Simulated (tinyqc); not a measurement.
# Thermal stress and diffusional relaxation in a metal film: Coble and Nabarro-Herring creep, cooling and holds, step by step

A worked calculation. Computed by tinyqc, a small Python program that keeps every step. Command: `OMP_NUM_THREADS=1 python tinyqc.py 3015457 3015458 out.jsonl creep walk`. One thread of a shared host (Intel(R) Xeon(R) Processor @ 2.30GHz), about 0.04 s of CPU time with the checks. Intermediate numbers are printed to about 6 digits and carried at full precision; extremes and crossings named in words are read from the listed rows.

A thin film on a rigid substrate is stress-free at T0. Tension is positive and the film creeps linearly: d sigma/dt = -M (mismatch) dT/dt - sigma/tau.

Inputs (values chosen for the exercise, modelled on copper films on silicon):
```
quantity                           value        unit
biaxial modulus M                    203         GPa
expansion mismatch                  14.2      1e-6/K
atomic volume Omega                 11.8  angstrom^3
lattice prefactor D0             1.5e-05       m^2/s
lattice energy E                    2.07          eV
boundary prefactor (delta D_b)0  3.1e-15       m^3/s
boundary energy E_b                 1.04          eV
grain size d                         1.4          um
stress-free temperature T0           400           C
hold temperature T                   170           C
hold time t                         0.93           h
cooling rate                         100       C/min
yield stress                         310         MPa
```

Constants: k_B = 1.380649e-23 J/K; k_B = 8.617333262e-05 eV/K.

## Elastic stress after a quench

Thermoelastic slope = M x mismatch; sigma_0 = slope x (T0 - T).

thermoelastic slope = 2.8826 MPa/K

stress after a quench sigma_0 = 662.998 MPa

Caution: the elastic stress exceeds the yield stress, so dislocation glide would cap it first.

## Creep at the hold temperature

Creep rate per stress: Nabarro-Herring 14 D Omega/(k_B T d^2), Coble (14 pi) delta D_b Omega/(k_B T d^3), with D = D0 exp(-E/(k_B T)), delta D_b = (delta D_b)0 exp(-E_b/(k_B T)); 1/tau = M x (sum of both)/2 (biaxial strain rate is half the uniaxial one). Temperatures in kelvin are T(C) + 273.15. sigma(t) = sigma_0 exp(-t/tau), relaxed part sigma_0 - sigma(t); the grain size where both mechanisms are equal is pi delta D_b/D.

Nabarro-Herring rate = 5.94128e-25 1/(Pa s)

Coble rate = 1.42552e-16 1/(Pa s)

relaxation time tau = 19.1980 h

stress after the hold = 631.646 MPa

stress relaxed during the hold = 31.3518 MPa

crossover grain size = 3.35910e+08 um

Coble creep is 2.4e8 times as fast as Nabarro-Herring creep at this grain size. The crossover size is formal, far above any film grain. Caution: bulk creep laws overstate relaxation in a bonded film, where the substrate constrains boundary diffusion, and dislocation glide is left out.

## Stress after cooling to room temperature

Cooling from T0 at the constant rate: d sigma/dT = -slope + sigma/(tau(T) x rate), integrated to 25 C (stiff solver, tolerance 1e-9). Effective stress-free temperature T_eff = 25 C + sigma/slope.

stress at 25 C = 951.274 MPa

effective stress-free temperature = 355.006 C

Creep during cooling removes 12.0 % of the elastic value. Caution: bulk creep laws overstate relaxation in a bonded film, and dislocation glide would cap stresses above the yield stress.

## Where a fixed hold relaxes most

For each hold temperature: sigma_0 = slope (T0 - T), relaxed stress sigma_0 (1 - exp(-t/tau)), initial rate sigma_0/tau. In confined lines the relaxed part appears as void volume.

Holds:
```
T (C)  sigma_0 (MPa)      tau (h)  relaxed (MPa)  initial rate (MPa/h)
25          1080.975  7.29879e+06    1.37736e-04           1.48103e-04
65           965.671  6.89315e+04    1.30284e-02           1.40091e-02
105          850.367  1.76765e+03    4.47278e-01           4.81071e-01
145          735.063  9.22937e+01    7.36969e+00           7.96439e+00
185          619.759  8.13722e+00    6.69343e+01           7.61635e+01
225          504.455  1.06710e+00    2.93434e+02           4.72733e+02
265          389.151  1.90409e-01    3.86207e+02           2.04377e+03
305          273.847  4.33488e-02    2.73847e+02           6.31729e+03
345          158.543  1.20058e-02    1.58543e+02           1.32056e+04
385           43.239  3.90195e-03    4.32390e+01           1.10814e+04
```

The relaxed stress peaks at 265 C among these rows: colder holds have more stress but slower diffusion, hotter ones faster diffusion but less stress. The initial rate peaks about k_B T^2/E_b = 38 K below T0 when boundaries dominate; its largest row is 345 C. Caution: dislocation glide would cap stresses above the yield stress; capping layers can block the surface and boundary paths, and threshold stresses are ignored.

Checks made by the program: cooling integral by quadrature (relative difference 8e-10).
